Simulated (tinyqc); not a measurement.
Worked calculation: Hueckel theory of the pi electrons, for the molecule O=c1cccccc1 (SMILES; centres numbered as the heavy atoms are written). Computed by tinyqc, a small Python program that keeps every step. Settings: charge = 0. Command: `OMP_NUM_THREADS=1 python tinyqc.py 22271 22272 out.jsonl` (the two numbers bound the seeds that draw the settings). One thread of a shared host (Intel(R) Xeon(R) Processor @ 2.60GHz), about 0.01 s of CPU time with the checks.

## The Hueckel matrix

Centres:
```
centre  z_r, pi electrons of the neutral centre        h
1O                                            1  1.00000
2C                                            1  0.00000
3C                                            1  0.00000
4C                                            1  0.00000
5C                                            1  0.00000
6C                                            1  0.00000
7C                                            1  0.00000
8C                                            1  0.00000
```

Bonds:
```
i  j        k
1  2  1.00000
2  3        1
3  4        1
4  5        1
5  6        1
6  7        1
7  8        1
8  2        1
```

H_rr = alpha + h_r beta, H_rs = k_rs beta for bonded centres.

Hueckel matrix in units of beta (H = alpha + beta A):
```
         1O       2C       3C       4C       5C       6C       7C       8C
1O  1.00000  1.00000  0.00000  0.00000  0.00000  0.00000  0.00000  0.00000
2C  1.00000  0.00000  1.00000  0.00000  0.00000  0.00000  0.00000  1.00000
3C  0.00000  1.00000  0.00000  1.00000  0.00000  0.00000  0.00000  0.00000
4C  0.00000  0.00000  1.00000  0.00000  1.00000  0.00000  0.00000  0.00000
5C  0.00000  0.00000  0.00000  1.00000  0.00000  1.00000  0.00000  0.00000
6C  0.00000  0.00000  0.00000  0.00000  1.00000  0.00000  1.00000  0.00000
7C  0.00000  0.00000  0.00000  0.00000  0.00000  1.00000  0.00000  1.00000
8C  0.00000  1.00000  0.00000  0.00000  0.00000  0.00000  1.00000  0.00000
```

## Orbitals

pi electrons, sum of z_r less the charge = 8

Diagonalise; E = alpha + x beta with beta < 0, so the largest x are filled first; degenerate levels share their electrons. P = sum n_i c_ri c_si; each orbital has its largest coefficient positive (the first on a tie).

x values: 2.19869  1.61803  1.24698  0.71354  -0.44504  -0.61803  -1.80194  -1.91223

occupations: 2.00000  2.00000  2.00000  2.00000  0.00000  0.00000  0.00000  0.00000

coefficients:
```
        MO1       MO2       MO3       MO4       MO5       MO6       MO7       MO8
1O  0.44754   0.49112   0.00000   0.65255   0.00000  -0.30353   0.00000  -0.20138
2C  0.53646   0.30353   0.00000  -0.18693   0.00000   0.49112   0.00000   0.58646
3C  0.36598   0.00000   0.41791  -0.39297   0.52112   0.00000   0.23192  -0.46003
4C  0.26823  -0.30353   0.52112  -0.09347  -0.23192  -0.49112  -0.41791   0.29323
5C  0.22377  -0.49112   0.23192   0.32628  -0.41791   0.30353   0.52112  -0.10069
6C  0.22377  -0.49112  -0.23192   0.32628   0.41791   0.30353  -0.52112  -0.10069
7C  0.26823  -0.30353  -0.52112  -0.09347   0.23192  -0.49112   0.41791   0.29323
8C  0.36598   0.00000  -0.41791  -0.39297  -0.52112   0.00000  -0.23192  -0.46003
```

charge and bond-order matrix P:
```
          1O        2C        3C        4C        5C        6C        7C        8C
1O   1.73463   0.53434  -0.18528  -0.18004   0.14371   0.14371  -0.18004  -0.18528
2C   0.53434   0.82972   0.53959   0.13847  -0.18004  -0.18004   0.13847   0.53959
3C  -0.18528   0.53959   0.92603   0.70535   0.10120  -0.28648  -0.16577   0.22744
4C  -0.18004   0.13847   0.70535   0.88876   0.59891   0.11548  -0.19751  -0.16577
5C   0.14371  -0.18004   0.10120   0.59891   0.90304   0.68789   0.11548  -0.28648
6C   0.14371  -0.18004  -0.28648   0.11548   0.68789   0.90304   0.59891   0.10120
7C  -0.18004   0.13847  -0.16577  -0.19751   0.11548   0.59891   0.88876   0.70535
8C  -0.18528   0.53959   0.22744  -0.16577  -0.28648   0.10120   0.70535   0.92603
```

## Energy, charges, bond orders

E = sum n x; q_r = z_r - P_rr; bond order p = P_rs; free valence = sqrt(3) - sum of p over the bonds of the atom.

pi energy = 8 alpha + this times beta = 11.55449

pi charges: 1O -0.73463, 2C 0.17028, 3C 0.07397, 4C 0.11124, 5C 0.09696, 6C 0.09696, 7C 0.11124, 8C 0.07397

Bond orders and lengths from R = 1.517 - 0.180 p (angstrom, C-C alone):
```
bond        p        R
1-2   0.53434        -
2-3   0.53959  1.41987
3-4   0.70535  1.39004
4-5   0.59891  1.40920
5-6   0.68789  1.39318
6-7   0.59891  1.40920
7-8   0.70535  1.39004
8-2   0.53959  1.41987
```

free valence of the carbons: 2C 0.11854, 3C 0.48711, 4C 0.42779, 5C 0.44525, 6C 0.44525, 7C 0.42779, 8C 0.48711

gap between the highest filled and the next level = 1.15858 |beta|
